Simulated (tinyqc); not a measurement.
Resistance of a tapered via with liner, size effect and interface: one step of the calculation.

A round via whose diameter grows from db at the bottom as D(z) = db + 2 z/tan(ang). The fill, of diameter D - 2 tl, starts above the bottom liner (thickness fb tl) and has rho = rho0 (1 + ks lam/(D - 2 tl)); the sidewall liner conducts in parallel with it. The bottom liner and the interface are crossed over the full area pi db^2/4. Spreading in the lines above and below is left out.

Problem. Slices of the via. Slices between z0 = fb tl and hv, evaluated at their midpoints: conductance per length pi/4 [(D - 2 tl)^2/rho + (D^2 - (D - 2 tl)^2)/rl], slice resistance = slice height over that. 10 slices.

Inputs (values chosen for the exercise); fill metal close to tungsten: diameter at the bottom db = 53 nm; height hv = 130 nm; sidewall angle ang = 87 degrees; bulk resistivity of the fill rho0 = 5.19 uohm cm; mean free path of the fill lam = 15.9 nm; size-effect factor ks = 1.2; liner on the sidewall tl = 2 nm; liner at the bottom over that on the sidewall fb = 1; resistivity of the liner rl = 170 uohm cm.

Wanted: z; D; rho; slice resistance.

Solution.

```
slice  z (nm)  D (nm)  rho (uohm cm)  slice resistance (ohm)
0      8.4000  53.880         7.1753                 0.46671
1      21.200  55.222         7.1233                 0.43948
2      34.000  56.564         7.0739                 0.41454
3      46.800  57.905         7.0270                 0.39163
4      59.600  59.247         6.9824                 0.37054
5      72.400  60.589         6.9399                 0.35110
6      85.200  61.930         6.8994                 0.33313
7      98.000  63.272         6.8607                 0.31648
8      110.80  64.614         6.8237                 0.30104
9      123.60  65.955         6.7883                 0.28670
```

Computed by the program tinyqc: `OMP_NUM_THREADS=1 python tinyqc.py 2750205 2750206 out.jsonl`, one thread of a shared Intel Xeon 2.30GHz, about 0.01 s for the whole run.
